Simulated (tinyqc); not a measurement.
Germanium share from the critical thickness.

Problem. Critical thickness (Matthews-Blakeslee, 60-degree dislocations): h = bv (1 - nu/4)[ln(h/bv) + 1]/(4 pi e_par (1 + nu)), nu = c12/(c11 + c12). e_par = b1 x. Find e_par and x.

Parameters, values chosen for the exercise: lattice mismatch per unit x b1 = 0.0418; elastic constant c11 = 169 GPa; elastic constant c12 = 65.1 GPa; Burgers vector bv = 0.384 nm.

critical thickness = 7.9426028 nm

Solution. For given h the relation is explicit in the strain.

e_par = 1.129 %
x = 0.2700

Computed by the program tinyqc: `OMP_NUM_THREADS=1 python tinyqc.py 2530161 2530162 out.jsonl`, one thread of a shared Intel Xeon 2.30GHz, about 0.01 s for the whole run.
